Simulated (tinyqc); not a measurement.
Haynes-Shockley experiment: drift, diffusion and decay of a minority-carrier pulse: one step, computed by the program tinyqc.

A thin sheet of excess carriers is made at x = 0, t = 0 in a long uniform bar; injection is low, so the pulse moves with the minority mobility.

Task: Shape in time. dn(x, t) = N0/sqrt(4 pi D t) exp(-(x - v t)^2/(4 D t) - t/tau). Times are 0.7, 0.8, 0.9, 0.95, 1, 1.05, 1.1, 1.2 and 1.4 t_p.

Inputs (values chosen for the exercise, modelled on holes in n-type silicon in a lightly doped bar):
```
quantity                       value         unit
lifetime tau                      80  microsecond
temperature T                    330            K
distance d to the collector     0.62           cm
injected sheet density N0    1.9e+10       1/cm^2
```

time of the peak t_p = 191.1251 microsecond

D = 11.43175 cm^2/s

drift velocity v = 3135.6 cm/s

peak density = 1.001305e+10 1/cm^3

Give: the table «Signal at d» with the columns t (microsecond), dn (1/cm^3), dn/peak, for t/t_p = 0.70, 0.80, 0.90, 0.95, 1.00, 1.05, 1.10, 1.20, 1.40.

Result:

Signal at d:
```
t/t_p  t (microsecond)  dn (1/cm^3)  dn/peak
0.70             133.8    3.605e+07    0.004
0.80             152.9    1.123e+09    0.112
0.90             172.0    6.159e+09    0.615
0.95             181.6    8.924e+09    0.891
1.00             191.1    1.001e+10    1.000
1.05             200.7    9.023e+09    0.901
1.10             210.2    6.729e+09    0.672
1.20             229.4    2.332e+09    0.233
1.40             267.6    6.781e+07    0.007
```

At 0.9 and 1.1 t_p the signal is 0.615 and 0.672 of its peak: the trailing side is the wider one.
